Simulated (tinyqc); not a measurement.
Inside a calculation. Method: ROHF in the 3-21g basis, for H2, spin multiplicity 3. Computed by tinyqc, a small Python program that keeps every step (integrals from PySCF). Settings: charge = 0, multiplicity = 3, basis = 3-21g, energy threshold = 1e-09, iteration cap = 70, orthogonalisation = symmetric, start = core, DIIS depth = 0, method = ROHF. Command: `OMP_NUM_THREADS=1 python tinyqc.py 27945 27946 out.jsonl` (the two numbers bound the seeds that draw the settings). One thread of a shared host (Intel(R) Xeon(R) Processor @ 2.60GHz), about 0.06 s of CPU time with the checks. Later iterations appear only in the table of the cycle.

## One-electron integrals

Geometry (angstrom):
```
atom        x        y        z
H     0.00000  0.00000  0.00000
H     0.00000  0.00000  0.71800
```

Basis 3-21g: exponents (1/bohr^2) and contraction coefficients of normalised primitives:
```
element  l (shell)  exponent  coefficient
H            s (1)   5.44718      0.15628
H            s (1)   0.82455      0.90469
H            s (2)   0.18319      1.00000
```

Overlap, kinetic and nuclear-attraction integrals over the contracted functions; the nuclear repulsion is the sum of Za Zb / Rab.

nuclear repulsion = 0.7370156 hartree

overlap S, order 1H 1s, 1H 2s, 2H 1s, 2H 2s:
```
[[1.00000, 0.64590, 0.42536, 0.48891],
 [0.64590, 1.00000, 0.48891, 0.84483],
 [0.42536, 0.48891, 1.00000, 0.64590],
 [0.48891, 0.84483, 0.64590, 1.00000]]
```

kinetic energy T (hartree), order 1H 1s, 1H 2s, 2H 1s, 2H 2s:
```
[[1.54940, 0.29315, 0.24194, 0.18058],
 [0.29315, 0.27479, 0.18058, 0.20605],
 [0.24194, 0.18058, 1.54940, 0.29315],
 [0.18058, 0.20605, 0.29315, 0.27479]]
```

nuclear attraction V (hartree), order 1H 1s, 1H 2s, 2H 1s, 2H 2s:
```
[[-2.44965, -1.23428, -1.03090, -0.96873],
 [-1.23428, -1.23912, -0.96873, -1.09233],
 [-1.03090, -0.96873, -2.44965, -1.23428],
 [-0.96873, -1.09233, -1.23428, -1.23912]]
```

core Hamiltonian H = T + V (hartree), order 1H 1s, 1H 2s, 2H 1s, 2H 2s:
```
[[-0.90024, -0.94112, -0.78896, -0.78816],
 [-0.94112, -0.96433, -0.78816, -0.88627],
 [-0.78896, -0.78816, -0.90024, -0.94112],
 [-0.78816, -0.88627, -0.94112, -0.96433]]
```

## Two-electron integrals

Functions are numbered as in S; the eight-fold symmetry (ij|kl) = (ji|kl) = (kl|ij) leaves the list below.

Two-electron integrals (ij|kl) in chemists' order, unique and non-zero (hartree):
```
(11|11) 1.14014   (21|11) 0.61140   (21|21) 0.34515   (22|11) 0.62637
(22|21) 0.38033   (22|22) 0.48296   (31|11) 0.40632   (31|21) 0.22957
(31|22) 0.25228   (31|31) 0.19068   (32|11) 0.35226   (32|21) 0.21126
(32|22) 0.25790   (32|31) 0.18291   (32|32) 0.19718   (33|11) 0.69079
(33|21) 0.42174   (33|22) 0.52547   (33|31) 0.40632   (33|32) 0.45639
(33|33) 1.14014   (41|11) 0.45639   (41|21) 0.25846   (41|22) 0.28632
(41|31) 0.18291   (41|32) 0.17164   (41|33) 0.35226   (41|41) 0.19718
(42|11) 0.50513   (42|21) 0.30835   (42|22) 0.39683   (42|31) 0.22299
(42|32) 0.23877   (42|33) 0.50513   (42|41) 0.23877   (42|42) 0.34470
(43|11) 0.42174   (43|21) 0.25726   (43|22) 0.32520   (43|31) 0.22957
(43|32) 0.25846   (43|33) 0.61140   (43|41) 0.21126   (43|42) 0.30835
(43|43) 0.34515   (44|11) 0.52547   (44|21) 0.32520   (44|22) 0.43374
(44|31) 0.25228   (44|32) 0.28632   (44|33) 0.62637   (44|41) 0.25790
(44|42) 0.39683   (44|43) 0.38033   (44|44) 0.48296
```

## Orthogonalisation

S = U s U^T; symmetric (Loewdin) form X = U s^(-1/2) U^T, so that X^T S X = 1.

eigenvalues of S: [0.10293, 0.48106, 0.62689, 2.78912]

X, order 1H 1s, 1H 2s, 2H 1s, 2H 2s:
```
[[1.27237, -0.48498, -0.17549, 0.07049],
 [-0.48498, 1.93788, 0.07049, -0.99420],
 [-0.17549, 0.07049, 1.27237, -0.48498],
 [0.07049, -0.99420, -0.48498, 1.93788]]
```

## Starting guess

The start is the orbitals of the core Hamiltonian; D(s) = C_occ C_occ^T for each spin.

D(alpha) at the start, order 1H 1s, 1H 2s, 2H 1s, 2H 2s:
```
[[0.27837, 0.54995, 0.04260, -0.38219],
 [0.54995, 1.88645, -0.38219, -1.79877],
 [0.04260, -0.38219, 0.27837, 0.54995],
 [-0.38219, -1.79877, 0.54995, 1.88645]]
```

D(beta) at the start, order 1H 1s, 1H 2s, 2H 1s, 2H 2s:
```
[[0.00000, 0.00000, 0.00000, 0.00000],
 [0.00000, 0.00000, 0.00000, 0.00000],
 [0.00000, 0.00000, 0.00000, 0.00000],
 [0.00000, 0.00000, 0.00000, 0.00000]]
```

## Iteration 1: building the Fock matrix

J_ij = sum D_kl (ij|kl) with D = D(alpha) + D(beta), K_ij = sum D_kl (ik|jl) for each spin; F = H + J - K(s); E = tr D H + tr D J / 2 - 0.5 sum_s tr D(s) K(s) + E_nn.

Coulomb J (hartree), order 1H 1s, 1H 2s, 2H 1s, 2H 2s:
```
[[1.41818, 0.83234, 0.61744, 0.64308],
 [0.83234, 1.00383, 0.64308, 0.87063],
 [0.61744, 0.64308, 1.41818, 0.83234],
 [0.64308, 0.87063, 0.83234, 1.00383]]
```

exchange K(alpha) (hartree), order 1H 1s, 1H 2s, 2H 1s, 2H 2s:
```
[[0.84768, 0.62644, 0.46712, 0.48558],
 [0.62644, 0.55080, 0.48558, 0.48212],
 [0.46712, 0.48558, 0.84768, 0.62644],
 [0.48558, 0.48212, 0.62644, 0.55080]]
```

exchange K(beta) (hartree), order 1H 1s, 1H 2s, 2H 1s, 2H 2s:
```
[[0.00000, 0.00000, 0.00000, 0.00000],
 [0.00000, 0.00000, 0.00000, 0.00000],
 [0.00000, 0.00000, 0.00000, 0.00000],
 [0.00000, 0.00000, 0.00000, 0.00000]]
```

F(alpha) (hartree), order 1H 1s, 1H 2s, 2H 1s, 2H 2s:
```
[[-0.32974, -0.73522, -0.63863, -0.63066],
 [-0.73522, -0.51130, -0.63066, -0.49776],
 [-0.63863, -0.63066, -0.32974, -0.73522],
 [-0.63066, -0.49776, -0.73522, -0.51130]]
```

F(beta) (hartree), order 1H 1s, 1H 2s, 2H 1s, 2H 2s:
```
[[0.51794, -0.10878, -0.17151, -0.14508],
 [-0.10878, 0.03951, -0.14508, -0.01564],
 [-0.17151, -0.14508, 0.51794, -0.10878],
 [-0.14508, -0.01564, -0.10878, 0.03951]]
```

total energy of this density = -0.7196101 hartree

## Iteration 1: Roothaan effective Fock matrix

With projectors Pc = D(beta) S, Po = (D(alpha) - D(beta)) S, Pv = 1 - D(alpha) S, the block xy is Px^T F Py; with Fc = (F(alpha) + F(beta))/2, the blocks are Fc for cc, oo, vv and cv, F(beta) for co and F(alpha) for ov.

effective F (hartree), order 1H 1s, 1H 2s, 2H 1s, 2H 2s:
```
[[0.02890, -0.41258, -0.41003, -0.36666],
 [-0.41258, -0.16120, -0.36666, -0.19182],
 [-0.41003, -0.36666, 0.02890, -0.41258],
 [-0.36666, -0.19182, -0.41258, -0.16120]]
```

## Iteration 1: diagonalisation and new density

Diagonalise F' = X^T F X, C = X C', fill 2 alpha and 0 beta electrons from the bottom; D(s) = C_occ C_occ^T. Each column has its largest component positive (the first on a tie).

F' = X^T F X (hartree):
```
[[0.59640, -0.62056, -0.40706, -0.00854],
 [-0.62056, 0.38903, -0.00854, -0.15930],
 [-0.40706, -0.00854, 0.59640, -0.62056],
 [-0.00854, -0.15930, -0.62056, 0.38903]]
```

orbital energies (hartree): [-0.41989, 0.12293, 0.83897, 1.42885]

coefficients C, order 1H 1s, 1H 2s, 2H 1s, 2H 2s:
```
[[0.35328, 0.26180, 0.75011, -1.06484],
 [0.25367, 1.47828, -0.68324, 1.50583],
 [0.35328, -0.26180, 0.75011, 1.06484],
 [0.25367, -1.47828, -0.68324, -1.50583]]
```

D(alpha) after iteration 1, order 1H 1s, 1H 2s, 2H 1s, 2H 2s:
```
[[0.19335, 0.47663, 0.05627, -0.29740],
 [0.47663, 2.24966, -0.29740, -2.12096],
 [0.05627, -0.29740, 0.19335, 0.47663],
 [-0.29740, -2.12096, 0.47663, 2.24966]]
```

D(beta) after iteration 1, order 1H 1s, 1H 2s, 2H 1s, 2H 2s:
```
[[0.00000, 0.00000, 0.00000, 0.00000],
 [0.00000, 0.00000, 0.00000, 0.00000],
 [0.00000, 0.00000, 0.00000, 0.00000],
 [0.00000, 0.00000, 0.00000, 0.00000]]
```

## Iteration 2: building the Fock matrix

As before.

Coulomb J (hartree), order 1H 1s, 1H 2s, 2H 1s, 2H 2s:
```
[[1.35211, 0.79966, 0.58784, 0.61680],
 [0.79966, 0.97887, 0.61680, 0.84753],
 [0.58784, 0.61680, 1.35211, 0.79966],
 [0.61680, 0.84753, 0.79966, 0.97887]]
```

exchange K(alpha) (hartree), order 1H 1s, 1H 2s, 2H 1s, 2H 2s:
```
[[0.77592, 0.60401, 0.44257, 0.47151],
 [0.60401, 0.56061, 0.47151, 0.48993],
 [0.44257, 0.47151, 0.77592, 0.60401],
 [0.47151, 0.48993, 0.60401, 0.56061]]
```

exchange K(beta) (hartree), order 1H 1s, 1H 2s, 2H 1s, 2H 2s:
```
[[0.00000, 0.00000, 0.00000, 0.00000],
 [0.00000, 0.00000, 0.00000, 0.00000],
 [0.00000, 0.00000, 0.00000, 0.00000],
 [0.00000, 0.00000, 0.00000, 0.00000]]
```

F(alpha) (hartree), order 1H 1s, 1H 2s, 2H 1s, 2H 2s:
```
[[-0.32405, -0.74547, -0.64369, -0.64287],
 [-0.74547, -0.54607, -0.64287, -0.52867],
 [-0.64369, -0.64287, -0.32405, -0.74547],
 [-0.64287, -0.52867, -0.74547, -0.54607]]
```

F(beta) (hartree), order 1H 1s, 1H 2s, 2H 1s, 2H 2s:
```
[[0.45187, -0.14146, -0.20111, -0.17136],
 [-0.14146, 0.01454, -0.17136, -0.03874],
 [-0.20111, -0.17136, 0.45187, -0.14146],
 [-0.17136, -0.03874, -0.14146, 0.01454]]
```

total energy of this density = -0.7337327 hartree

## Iteration 2: Roothaan effective Fock matrix

As before.

effective F (hartree), order 1H 1s, 1H 2s, 2H 1s, 2H 2s:
```
[[-0.00243, -0.44458, -0.43594, -0.39423],
 [-0.44458, -0.20139, -0.39423, -0.22595],
 [-0.43594, -0.39423, -0.00243, -0.44458],
 [-0.39423, -0.22595, -0.44458, -0.20139]]
```

## Iteration 2: diagonalisation and new density

As before.

F' = X^T F X (hartree):
```
[[0.57960, -0.63192, -0.41772, -0.01400],
 [-0.63192, 0.35461, -0.01400, -0.15429],
 [-0.41772, -0.01400, 0.57960, -0.63192],
 [-0.01400, -0.15429, -0.63192, 0.35461]]
```

orbital energies (hartree): [-0.46510, 0.08868, 0.82729, 1.41754]

coefficients C, order 1H 1s, 1H 2s, 2H 1s, 2H 2s:
```
[[0.35240, 0.25093, 0.75053, -1.06746],
 [0.25447, 1.49355, -0.68294, 1.49069],
 [0.35240, -0.25093, 0.75053, 1.06746],
 [0.25447, -1.49355, -0.68294, -1.49069]]
```

D(alpha) after iteration 2, order 1H 1s, 1H 2s, 2H 1s, 2H 2s:
```
[[0.18716, 0.46446, 0.06122, -0.28511],
 [0.46446, 2.29544, -0.28511, -2.16593],
 [0.06122, -0.28511, 0.18716, 0.46446],
 [-0.28511, -2.16593, 0.46446, 2.29544]]
```

D(beta) after iteration 2, order 1H 1s, 1H 2s, 2H 1s, 2H 2s:
```
[[0.00000, 0.00000, 0.00000, 0.00000],
 [0.00000, 0.00000, 0.00000, 0.00000],
 [0.00000, 0.00000, 0.00000, 0.00000],
 [0.00000, 0.00000, 0.00000, 0.00000]]
```

## Iteration 3: building the Fock matrix

As before.

Coulomb J (hartree), order 1H 1s, 1H 2s, 2H 1s, 2H 2s:
```
[[1.34683, 0.79699, 0.58556, 0.61467],
 [0.79699, 0.97672, 0.61467, 0.84554],
 [0.58556, 0.61467, 1.34683, 0.79699],
 [0.61467, 0.84554, 0.79699, 0.97672]]
```

exchange K(alpha) (hartree), order 1H 1s, 1H 2s, 2H 1s, 2H 2s:
```
[[0.77081, 0.60203, 0.44266, 0.47067],
 [0.60203, 0.56039, 0.47067, 0.48956],
 [0.44266, 0.47067, 0.77081, 0.60203],
 [0.47067, 0.48956, 0.60203, 0.56039]]
```

exchange K(beta) (hartree), order 1H 1s, 1H 2s, 2H 1s, 2H 2s:
```
[[0.00000, 0.00000, 0.00000, 0.00000],
 [0.00000, 0.00000, 0.00000, 0.00000],
 [0.00000, 0.00000, 0.00000, 0.00000],
 [0.00000, 0.00000, 0.00000, 0.00000]]
```

F(alpha) (hartree), order 1H 1s, 1H 2s, 2H 1s, 2H 2s:
```
[[-0.32422, -0.74616, -0.64606, -0.64415],
 [-0.74616, -0.54800, -0.64415, -0.53029],
 [-0.64606, -0.64415, -0.32422, -0.74616],
 [-0.64415, -0.53029, -0.74616, -0.54800]]
```

F(beta) (hartree), order 1H 1s, 1H 2s, 2H 1s, 2H 2s:
```
[[0.44659, -0.14414, -0.20340, -0.17348],
 [-0.14414, 0.01239, -0.17348, -0.04073],
 [-0.20340, -0.17348, 0.44659, -0.14414],
 [-0.17348, -0.04073, -0.14414, 0.01239]]
```

total energy of this density = -0.7338955 hartree

## Iteration 3: Roothaan effective Fock matrix

As before.

effective F (hartree), order 1H 1s, 1H 2s, 2H 1s, 2H 2s:
```
[[-0.00454, -0.44660, -0.43845, -0.39601],
 [-0.44660, -0.20422, -0.39601, -0.22818],
 [-0.43845, -0.39601, -0.00454, -0.44660],
 [-0.39601, -0.22818, -0.44660, -0.20422]]
```

## Iteration 3: diagonalisation and new density

As before.

F' = X^T F X (hartree):
```
[[0.57863, -0.63238, -0.41974, -0.01403],
 [-0.63238, 0.35133, -0.01403, -0.15335],
 [-0.41974, -0.01403, 0.57863, -0.63238],
 [-0.01403, -0.15335, -0.63238, 0.35133]]
```

orbital energies (hartree): [-0.46827, 0.08572, 0.82515, 1.41733]

coefficients C, order 1H 1s, 1H 2s, 2H 1s, 2H 2s:
```
[[0.35258, 0.24909, 0.75044, -1.06789],
 [0.25430, 1.49612, -0.68300, 1.48811],
 [0.35258, -0.24909, 0.75044, 1.06789],
 [0.25430, -1.49612, -0.68300, -1.48811]]
```

D(alpha) after iteration 3, order 1H 1s, 1H 2s, 2H 1s, 2H 2s:
```
[[0.18636, 0.46233, 0.06227, -0.28301],
 [0.46233, 2.30304, -0.28301, -2.17370],
 [0.06227, -0.28301, 0.18636, 0.46233],
 [-0.28301, -2.17370, 0.46233, 2.30304]]
```

D(beta) after iteration 3, order 1H 1s, 1H 2s, 2H 1s, 2H 2s:
```
[[0.00000, 0.00000, 0.00000, 0.00000],
 [0.00000, 0.00000, 0.00000, 0.00000],
 [0.00000, 0.00000, 0.00000, 0.00000],
 [0.00000, 0.00000, 0.00000, 0.00000]]
```

## Iteration 4: building the Fock matrix

As before.

Coulomb J (hartree), order 1H 1s, 1H 2s, 2H 1s, 2H 2s:
```
[[1.34614, 0.79663, 0.58527, 0.61440],
 [0.79663, 0.97643, 0.61440, 0.84527],
 [0.58527, 0.61440, 1.34614, 0.79663],
 [0.61440, 0.84527, 0.79663, 0.97643]]
```

exchange K(alpha) (hartree), order 1H 1s, 1H 2s, 2H 1s, 2H 2s:
```
[[0.77022, 0.60177, 0.44289, 0.47060],
 [0.60177, 0.56028, 0.47060, 0.48943],
 [0.44289, 0.47060, 0.77022, 0.60177],
 [0.47060, 0.48943, 0.60177, 0.56028]]
```

exchange K(beta) (hartree), order 1H 1s, 1H 2s, 2H 1s, 2H 2s:
```
[[0.00000, 0.00000, 0.00000, 0.00000],
 [0.00000, 0.00000, 0.00000, 0.00000],
 [0.00000, 0.00000, 0.00000, 0.00000],
 [0.00000, 0.00000, 0.00000, 0.00000]]
```

F(alpha) (hartree), order 1H 1s, 1H 2s, 2H 1s, 2H 2s:
```
[[-0.32432, -0.74626, -0.64658, -0.64436],
 [-0.74626, -0.54818, -0.64436, -0.53043],
 [-0.64658, -0.64436, -0.32432, -0.74626],
 [-0.64436, -0.53043, -0.74626, -0.54818]]
```

F(beta) (hartree), order 1H 1s, 1H 2s, 2H 1s, 2H 2s:
```
[[0.44590, -0.14449, -0.20369, -0.17376],
 [-0.14449, 0.01210, -0.17376, -0.04100],
 [-0.20369, -0.17376, 0.44590, -0.14449],
 [-0.17376, -0.04100, -0.14449, 0.01210]]
```

total energy of this density = -0.7339003 hartree

## Iteration 4: Roothaan effective Fock matrix

As before.

effective F (hartree), order 1H 1s, 1H 2s, 2H 1s, 2H 2s:
```
[[-0.00480, -0.44682, -0.43884, -0.39621],
 [-0.44682, -0.20454, -0.39621, -0.22842],
 [-0.43884, -0.39621, -0.00480, -0.44682],
 [-0.39621, -0.22842, -0.44682, -0.20454]]
```

## Iteration 4: diagonalisation and new density

As before.

F' = X^T F X (hartree):
```
[[0.57853, -0.63242, -0.42013, -0.01399],
 [-0.63242, 0.35086, -0.01399, -0.15316],
 [-0.42013, -0.01399, 0.57853, -0.63242],
 [-0.01399, -0.15316, -0.63242, 0.35086]]
```

orbital energies (hartree): [-0.46865, 0.08529, 0.82476, 1.41739]

coefficients C, order 1H 1s, 1H 2s, 2H 1s, 2H 2s:
```
[[0.35264, 0.24876, 0.75041, -1.06796],
 [0.25425, 1.49658, -0.68302, 1.48764],
 [0.35264, -0.24876, 0.75041, 1.06796],
 [0.25425, -1.49658, -0.68302, -1.48764]]
```

D(alpha) after iteration 4, order 1H 1s, 1H 2s, 2H 1s, 2H 2s:
```
[[0.18624, 0.46195, 0.06247, -0.28263],
 [0.46195, 2.30439, -0.28263, -2.17510],
 [0.06247, -0.28263, 0.18624, 0.46195],
 [-0.28263, -2.17510, 0.46195, 2.30439]]
```

D(beta) after iteration 4, order 1H 1s, 1H 2s, 2H 1s, 2H 2s:
```
[[0.00000, 0.00000, 0.00000, 0.00000],
 [0.00000, 0.00000, 0.00000, 0.00000],
 [0.00000, 0.00000, 0.00000, 0.00000],
 [0.00000, 0.00000, 0.00000, 0.00000]]
```

## Iteration 7 (converged): orbitals

converged F (hartree), order 1H 1s, 1H 2s, 2H 1s, 2H 2s:
```
[[-0.00484, -0.44685, -0.43892, -0.39624],
 [-0.44685, -0.20460, -0.39624, -0.22845],
 [-0.43892, -0.39624, -0.00484, -0.44685],
 [-0.39624, -0.22845, -0.44685, -0.20460]]
```

As before.

F' = X^T F X (hartree):
```
[[0.57852, -0.63242, -0.42022, -0.01398],
 [-0.63242, 0.35077, -0.01398, -0.15312],
 [-0.42022, -0.01398, 0.57852, -0.63242],
 [-0.01398, -0.15312, -0.63242, 0.35077]]
```

orbital energies (hartree): [-0.46872, 0.08521, 0.82467, 1.41741]

coefficients C, order 1H 1s, 1H 2s, 2H 1s, 2H 2s:
```
[[0.35266, 0.24869, 0.75041, -1.06798],
 [0.25423, 1.49668, -0.68303, 1.48754],
 [0.35266, -0.24869, 0.75041, 1.06798],
 [0.25423, -1.49668, -0.68303, -1.48754]]
```

D(alpha) after iteration 7, order 1H 1s, 1H 2s, 2H 1s, 2H 2s:
```
[[0.18621, 0.46186, 0.06252, -0.28255],
 [0.46186, 2.30469, -0.28255, -2.17542],
 [0.06252, -0.28255, 0.18621, 0.46186],
 [-0.28255, -2.17542, 0.46186, 2.30469]]
```

D(beta) after iteration 7, order 1H 1s, 1H 2s, 2H 1s, 2H 2s:
```
[[0.00000, 0.00000, 0.00000, 0.00000],
 [0.00000, 0.00000, 0.00000, 0.00000],
 [0.00000, 0.00000, 0.00000, 0.00000],
 [0.00000, 0.00000, 0.00000, 0.00000]]
```

## Convergence

Stop when the energy changes by less than 1e-09 hartree and every element of the error matrix X^T (F D S - S D F) X is below 9e-06.

Course of the cycle:
```
iteration  E (hartree)     change  largest element of the error matrix
1           -0.7196101          -                             9.06e-02
2           -0.7337327  -1.41e-02                             7.53e-03
3           -0.7338955  -1.63e-04                             1.30e-03
4           -0.7339003  -4.77e-06                             2.57e-04
5           -0.7339005  -1.61e-07                             4.88e-05
6           -0.7339005  -5.53e-09                             9.16e-06
7           -0.7339005  -1.91e-10                             1.71e-06
```

PySCF ROHF in the same basis = -0.7339005 hartree

Converged in 7 iterations.

## Populations, bond orders and dipole

Mulliken: Z minus the diagonal of D S on the atom; Loewdin: the same with S^(1/2) D S^(1/2); Mayer order: 2 sum_s sum (D(s) S)_ij (D(s) S)_ji over the two atoms.

Charges (e):
```
atom  Mulliken  Loewdin  Mulliken spin
1H           0        0        1.00000
2H           0        0        1.00000
```

Mayer bond orders:
```
pair     order
2-1   -0.21150
```

dipole moment about the origin, x y z (debye): [0.00000, 0.00000, 0.00000]
